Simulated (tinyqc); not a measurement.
# Read current of a NAND string, cells in series solved by shooting: read current against the number of cells

Cells in series, numbered from 0 at the source line (0 V) to the bit line, each followed by a gap resistance Rg. A cell with gate Vg, threshold VT, source Vs and drain Vd passes I = 2 nf K Vt^2 [F(Vs) - F(Vd)]/(1 + th max(Vg - VT, 0)), F(V) = ln^2(1 + exp((Vg - VT - nf V)/(2 nf Vt))). The selected cell has Vg = Vr, the others Vg = Vp.

For a trial current I start at 0 V and, cell by cell, solve for the drain: sqrt(F(Vd)) = sqrt(F(Vs) - I/k), k = 2 nf K Vt^2/(1 + th max(Vg - VT, 0)), Vd = [Vg - VT - 2 nf Vt ln(exp(sqrt F) - 1)]/nf, then add I Rg. The string current is the I for which the last node reaches Vbl. The apparent threshold is the Vr at which I = Is. Background: all other cells erased (VT = Ve) or all in the highest state (VT = Vh); ratio and shift are high over erased and high minus erased. The selected cell is in the middle, cell n/2.

Inputs (values chosen for the exercise); values of the order met in vertical NAND strings: temperature T = 300 K; gain factor of a cell K = 14 uA/V^2; slope factor nf = 1.3; mobility reduction factor th = 0.18 1/V; resistance of the gap between cells Rg = 2.2 kohm; bit-line voltage Vbl = 0.3 V; pass voltage Vp = 5.8 V; threshold of an erased cell Ve = -1.8 V; threshold of the highest state Vh = 4.3 V; threshold of the selected cell Vx = 2.6 V; sensing current Is = 10 nA; read voltage on the selected word line Vr = 3.54 V.

Constants: q = 1.602176634e-19 C, kB = 1.380649e-23 J/K, Vt = kB T/q. Results are converted to the units shown.

Result of one run:
```
n	I, others erased (uA)	I, others high (uA)	ratio	apparent VT, erased (V)	apparent VT, high (V)	background shift (mV)
32	0.3367	0.1284	0.3812	2.598	2.606	8.053
```

What becomes of these results when the number of cells n is changed from 32 to 16, all else the same?

Result of the changed run:
```
n	I, others erased (uA)	I, others high (uA)	ratio	apparent VT, erased (V)	apparent VT, high (V)	background shift (mV)
16	0.6112	0.2521	0.4125	2.595	2.599	3.989
```

The whole series:
```
n	I, others erased (uA)	I, others high (uA)	ratio	apparent VT, erased (V)	apparent VT, high (V)	background shift (mV)
8	1.030	0.4865	0.4725	2.594	2.596	1.991
16	0.6112	0.2521	0.4125	2.595	2.599	3.989
32	0.3367	0.1284	0.3812	2.598	2.606	8.053
64	0.1773	0.06476	0.3653	2.603	2.619	16.25
96	0.1203	0.04331	0.3599	2.608	2.633	24.55
128	0.09106	0.03253	0.3572	2.613	2.646	32.97
192	0.06126	0.02172	0.3545	2.624	2.674	50.29
```

With erased neighbours the current falls from 1.03 to 0.0613 uA, as n^(-0.75) between the first two rows and n^(-0.98) between the last two (-1 once the series resistance rules). The ratio falls from 0.473 to 0.355 and the background shift rises from 1.99 to 50.3 mV.

tinyqc, about 0.9 s, one thread, Intel Xeon 2.30GHz (shared host): `OMP_NUM_THREADS=1 python tinyqc.py 2142066 2142067 out.jsonl`
